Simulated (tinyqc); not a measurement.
One-electron ion in a basis of Gaussians, step by step. Computed by tinyqc, a small Python program that keeps every step. Settings: Z = 6, l = 1. Command: `OMP_NUM_THREADS=1 python tinyqc.py 28584 28585 out.jsonl` (the two numbers bound the seeds that draw the settings). One thread of a shared host (Intel(R) Xeon(R) Processor @ 2.60GHz), about 0.01 s of CPU time with the checks.

## Matrices over normalised Gaussians

exponents of r^l exp(-a r^2) (1/bohr^2): [0.329900, 1.544000, 7.229000]

Z = 6

l = 1

With p = a_i + a_j and I(k) = Gamma((k+1)/2) / (2 p^((k+1)/2)): S = I(2l+2), T = (2l+3) a_i a_j S / p, V = -Z I(2l+1), each divided by sqrt(S_ii S_jj).

S:
```
[[1.000000, 0.506403, 0.106722],
 [0.506403, 1.000000, 0.506246],
 [0.106722, 0.506246, 1.000000]]
```

T (hartree):
```
[[0.824750, 0.688255, 0.168355],
 [0.688255, 3.860000, 3.220394],
 [0.168355, 3.220394, 18.072500]]
```

V (hartree):
```
[[-3.666243, -3.128846, -1.324337],
 [-3.128846, -7.931470, -6.767849],
 [-1.324337, -6.767849, -17.162050]]
```

## Generalised eigenproblem

H = T + V (hartree):
```
[[-2.841493, -2.440592, -1.155982],
 [-2.440592, -4.071470, -3.547456],
 [-1.155982, -3.547456, 0.910450]]
```

Solve H C = S C e through S^(-1/2); each column has its largest component positive (the first on a tie).

eigenvalues of S: [0.335325, 0.893278, 1.771397]

eigenvalues (hartree): [-4.459363, -1.956592, 5.679245]

coefficients:
```
[[0.176413, 1.114772, 0.357502],
 [0.781607, -0.581954, -0.955829],
 [0.210098, -0.150727, 1.155200]]
```

For Z = 6 and l = 1 the exact lowest level is -Z^2/(2 n^2) with n = l + 1: -4.500000 hartree.
